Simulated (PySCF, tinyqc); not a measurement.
CCSD on RHF in the sto-6g basis, for H6, spin multiplicity 1, step by step (part 2 of 2). The lowest restricted solution is unstable here: a spin-polarised one lies 0.0143 hartree lower (PySCF). Computed by tinyqc, a small Python program that keeps every step (integrals from PySCF). Command: `OMP_NUM_THREADS=1 python tinyqc.py 23824 23825 out.jsonl` (the two numbers bound the seeds that draw the settings). One thread of a shared host (Intel(R) Xeon(R) Processor @ 2.60GHz), about 0.3 s of CPU time with the checks.

Geometry (angstrom):
```
atom         x         y         z
H     0.000000  0.000000  0.000000
H     0.000000  0.000000  1.169000
H     0.000000  0.000000  2.508000
H     0.000000  0.000000  3.677000
H     0.000000  0.000000  5.016000
H     0.000000  0.000000  6.184000
```

## CCSD: convergence

E_corr = 1/4 sum <ij||ab> t_ij^ab + 1/2 sum <ij||ab> t_i^a t_j^b; stop when the norm of the change is below 1e-8.

Course of the amplitude iterations:
```
update  correlation energy (hartree)  norm of the change
0                        -0.08022411                   -
1                        -0.11259724            1.99e-01
2                        -0.12672287            9.35e-02
3                        -0.13824860            4.51e-02
4                        -0.13838272            9.90e-03
5                        -0.13843482            5.84e-03
6                        -0.13851592            1.44e-03
7                        -0.13852360            5.63e-04
8                        -0.13850773            2.29e-04
9                        -0.13850527            9.26e-05
10                       -0.13850899            3.02e-05
11                       -0.13851052            7.88e-06
12                       -0.13851058            2.80e-06
13                       -0.13851058            1.16e-06
14                       -0.13851054            5.31e-07
15                       -0.13851053            1.35e-07
16                       -0.13851053            3.20e-08
17                       -0.13851053            1.58e-08
18                       -0.13851053            6.34e-09
```

Converged amplitudes (spin orbitals 1a, 1b, ...; amplitudes related by a flip of all spins are not repeated; the 24 largest):
```
from      to          t
3a 3b  4a 4b  -0.191462
2a 3b  4a 5b  -0.105156
2a 2b  5a 5b  -0.100850
1a 3b  4a 6b  -0.091406
2a 2b  4a 4b  -0.082958
2a 3b  4b 5a   0.075157
3a 3b  5a 5b  -0.069484
1a 1b  4a 4b  -0.068680
1a 3b  4b 6a   0.063988
1a 1b  6a 6b  -0.059554
1a 2b  4a 5b   0.049806
1a 2b  5a 6b  -0.049505
3a 3b  6a 6b  -0.048052
2a 2b  4a 6b   0.042969
1a 3b  5a 5b   0.042608
2a 3b  5a 6b   0.041695
1a 1b  5a 5b  -0.040643
1a 2b  5b 6a   0.038067
1a 2b  4b 5a  -0.035454
2a 2b  6a 6b  -0.032854
2a 3a  4a 5a  -0.029999
2a 3b  5b 6a  -0.029125
1a 3a  4a 6a  -0.027418
1a 1b  4a 6b  -0.025415
```

CCSD total energy = -3.19469221 hartree

T1 diagnostic, norm of the one-spin t1 over sqrt(correlated electrons) = 0.004111

Converged in 18 updates, with DIIS from the third.
